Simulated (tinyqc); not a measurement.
Wider gaps pin less: metal-induced gap states at the contact of a metal chain and a two-band chain.

The semiconductor alternates sites A at -Eg/2 and C at +Eg/2 with hopping -t; the gap runs from -Eg/2 to Eg/2. In the gap cosh(q a) = 1 + (Eg^2/4 - E^2)/(2 t^2) and the amplitude changes by -exp(-q a) a period. The metal has site energy 0 and hopping -tm; its end site has g_m = (E - i sqrt(4 tm^2 - E^2))/(2 tm^2). Sites 1, 2, ... count into the semiconductor, with energies e1, e2 alternating. The clean half chain has g1 = 1/(E - e1 - t^2 g2), g2 = 1/(E - e2 - t^2 g1), decaying root. With the contact G11 = 1/(1/g1 - tc^2 g_m), and the density on site j is -Im G_jj/pi = |psi_j/psi_1|^2 (-Im G11/pi), per spin, with psi_2/psi_1 = -t g2, psi_3/psi_2 = -t g1.

Constants: e^2/(4 pi eps0) = 14.39964547 eV angstrom.

Values chosen for the exercise (gap and optical dielectric constant near those of Si; the chain itself is a model; the results hold for these values, not for the real material):
- Eg = 1.06 eV (gap)
- t = 3.08 eV (hopping in the semiconductor)
- tm = 2.4 eV (hopping in the metal)
- tc = 1.45 eV (hopping across the contact)
- end = A (site that touches the metal)
- a = 3.84 angstrom (period (two sites); one chain for each area a^2)
- eps = 12.1 (dielectric constant)

E = 0; Eg is varied and eps follows 1 + (eps0 - 1)(Eg0/Eg), with the given Eg and eps as Eg0 and eps0. xi = 1/(2q), N = 2 (summed density)/a^2, S = 1/(1 + 4 pi e^2 N xi/eps).

Against the gap:
```
Eg (eV)    eps  xi (angstrom)  summed density (1/eV)      S  S at fixed eps
0.50     24.53          23.66                 0.3236  0.115           0.060
0.75     16.69          15.78                 0.2120  0.169           0.128
1.10     11.70          10.77                 0.1410  0.239           0.245
1.50      8.84           7.90                 0.1005  0.312           0.383
2.30      6.12           5.17                 0.0619  0.438           0.606
3.40      4.46           3.52                 0.0387  0.571           0.783
5.50      3.14           2.22                 0.0207  0.736           0.915
9.00      2.31           1.42                 0.0100  0.869           0.972
```

From Eg = 0.5 to 9 eV xi falls by a factor 16.7 and the summed density by 32.3, so at fixed eps S rises from 0.06 to 0.97. The weaker screening of wide-gap solids works against this: with it S goes from 0.12 to 0.87.

Program tinyqc; command `OMP_NUM_THREADS=1 python tinyqc.py 1481103 1481104 out.jsonl`; about 0.01 s on one thread of a shared Intel(R) Xeon(R) Processor @ 2.30GHz.
